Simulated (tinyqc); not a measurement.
Short-channel transistor, virtual-source model with series resistance: one step of the calculation.

The current per gate width is the charge at the top of the source barrier (the virtual source) times its velocity times a saturation function; al and be are fitting constants of the model. Units: I in uA/um, Rs in ohm um, so I Rs = 1e-6 I Rs in volts; Q in uC/cm^2, so I = 1e-4 Q vx0 Fsat with vx0 in cm/s.

Task. What the series resistance costs. Intrinsic voltages Vg' = Vgs - I Rs, Vd' = Vds - 2 I Rs. n = n0 + nd Vd', VT = VT0 - dl Vd', Ff = 1/(1 + exp((Vg' - VT + al Vt/2)/(al Vt))), Q = Cinv n Vt ln(1 + exp((Vg' - VT + al Vt Ff)/(n Vt))), Vdsat = (vx0 L/mu)(1 - Ff) + Vt Ff, Fsat = u/(1 + u^be)^(1/be) with u = Vd'/Vdsat, and I = Q vx0 Fsat per width. I0 is the current for Rs = 0. Effective velocity I/Q; transit time L Q/I.

Parameters, values chosen for the exercise: temperature T = 300 K; inversion capacitance Cinv = 3.88 uF/cm^2; velocity at the virtual source vx0 = 5.02e6 cm/s; apparent mobility mu = 390 cm^2/(V s); channel length L = 16 nm; threshold at zero drain voltage VT0 = 0.383 V; drain-induced barrier lowering dl = 0.187 V/V; subthreshold factor n0 = 1.31; growth of n with drain voltage nd = 0.05 1/V; threshold shift (in units of Vt) from weak to strong inversion al = 3.5; sharpness of saturation be = 2; series resistance of each contact Rs = 30 ohm um; gate voltage Vgs = 0.75 V; drain voltage Vds = 0.05 V.

Constants: q = 1.602176634e-19 C, kB = 1.380649e-23 J/K, Vt = kB T/q. Results are converted to the units shown.

converged I = 490.73577 uA/um
I0 = 679.08767 uA/um

Find: loss against I0; effective velocity; transit time.

Result.

loss against I0 = 27.74 %
effective velocity = 3.541e6 cm/s
transit time = 0.4518 ps

The carriers leave the virtual source at 70.5 % of vx0.

Computed by the program tinyqc: `OMP_NUM_THREADS=1 python tinyqc.py 2380121 2380122 out.jsonl`, one thread of a shared Intel Xeon 2.30GHz, about 0.01 s for the whole run.
